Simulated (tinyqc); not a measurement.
Inside a calculation. Method: CISD on RHF in the sto-6g basis, for H2, spin multiplicity 1. One step of it, computed by the program tinyqc.

Problem. Iteration 2 (converged): orbitals. Diagonalise F' = X^T F X, C = X C', fill 1 alpha and 1 beta electrons from the bottom; D = 2 C_occ C_occ^T. Each column has its largest component positive (the first on a tie).

converged F (hartree):
```
           1H 1s      2H 1s
1H 1s  -0.332153  -0.563529
2H 1s  -0.563529  -0.332153
```

X:
```
           1H 1s      2H 1s
1H 1s   1.198593  -0.411525
2H 1s  -0.411525   1.198593
```

Give: F' = X^T F X; orbital energies; coefficients C; D after iteration 2.

Solution.

F' = X^T F X (hartree):
```
         1        2
1   0.0225  -0.5773
2  -0.5773   0.0225
```

orbital energies (hartree): MO1 -0.5549, MO2 0.5998

coefficients C:
```
          MO1      MO2
1H 1s  0.5565   1.1385
2H 1s  0.5565  -1.1385
```

D after iteration 2:
```
        1H 1s   2H 1s
1H 1s  0.6195  0.6195
2H 1s  0.6195  0.6195
```
